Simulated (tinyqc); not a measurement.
Threshold of a short bulk MOSFET: charge sharing, barrier lowering, narrow width: two steps of the calculation.

n-channel device on a p-type body, depletion approximation, full ionisation. Uniform doping N = Na. Vbi from Boltzmann statistics is rough for the degenerate source. Cox = eps0 eox/tox.

Values chosen for this exercise; band and dielectric values close to those of silicon:
```
symbol,value,unit,meaning
T,350,K,temperature
Eg,1.11,eV,band gap
eps_r,11.6,,relative permittivity
Nc,3.52e19,cm^-3,conduction-band density of states at T
Nv,3.36e19,cm^-3,valence-band density of states at T
eox,25.4,,relative permittivity of the gate insulator (close to zirconium oxide)
tox,30,nm,insulator thickness
Na,2.5e17,cm^-3,channel doping
Nsd,1e20,cm^-3,source and drain doping
Vfb,-0.79,V,flat-band voltage for the doping Na
xj,82,nm,junction depth
Vbs,0,V,body-source voltage
Vds,0.05,V,drain-source voltage
W,260,nm,gate width
xw,0,,shape factor of the fringing depletion at the width edges
L,170,nm,channel length
```

Constants: q = 1.602176634e-19 C, kB = 1.380649e-23 J/K, Vt = kB T/q, eps0 = 8.8541878128e-14 F/cm where lengths are in cm. Results are converted to the units shown.

Task 1. Long-channel threshold and scales. ni = sqrt(Nc Nv) exp(-Eg/(2 Vt)), Eg in volts; 2 pB = 2 Vt ln(N/ni); flat band Vfb - Vt ln(N/Na); Wd = sqrt(2 eps0 eps_r (2 pB - Vbs)/(q N)); body term q N Wd/Cox; long-channel VT0 = flat band + 2 pB + body term; Vbi = Vt ln(N Nsd/ni^2); scale length l = sqrt((eps_r/eox) tox Wd).

Give: N; 2 pB; flat band; Wd; body term; VT0; Vbi; l.

Result 1.

N = 2.5000e17 cm^-3
2 pB = 0.81297 V
flat band = -0.79000 V
Wd = 64.570 nm
body term = 0.34500 V
VT0 = 0.36797 V
Vbi = 0.99368 V
l = 29.743 nm

Task 2. Short-channel and narrow-width shifts. Charge sharing (trapezoid; it ignores Vds): F = (xj/L)(sqrt(1 + 2 Wd/xj) - 1), lowering = body term times F. Barrier lowering: th = exp(-L/(2 l)) + 2 exp(-L/l), lowering = th [2 (Vbi - 2 pB) + Vds], DIBL = th. Narrow width: rise = body term times xw Wd/W. VT by each model = VT0 - lowering + rise.

2 pB = 0.81297291 V
Wd = 64.570060 nm
body term = 0.34500104 V
VT0 = 0.36797394 V
Vbi = 0.99367947 V
l = 29.743246 nm

Wanted: F; lowering by charge sharing; th; lowering of the barrier; DIBL; narrow-width rise; VT, charge sharing; VT, barrier lowering.

Result 2.

F = 0.29165
lowering by charge sharing = 100.62 mV
th = 0.063984
lowering of the barrier = 26.324 mV
DIBL = 63.984 mV/V
narrow-width rise = 0 mV
VT, charge sharing = 0.26735 V
VT, barrier lowering = 0.34165 V

L is 5.72 scale lengths. The charge-sharing lowering is 3.82 times the barrier lowering; the first falls off as 1/L and the second exponentially. Both describe the same loss of gate control, so they are alternatives and are not added.

Program tinyqc, `OMP_NUM_THREADS=1 python tinyqc.py 2002192 2002193 out.jsonl`; Intel Xeon 2.30GHz, shared host, one thread, about 0.01 s.
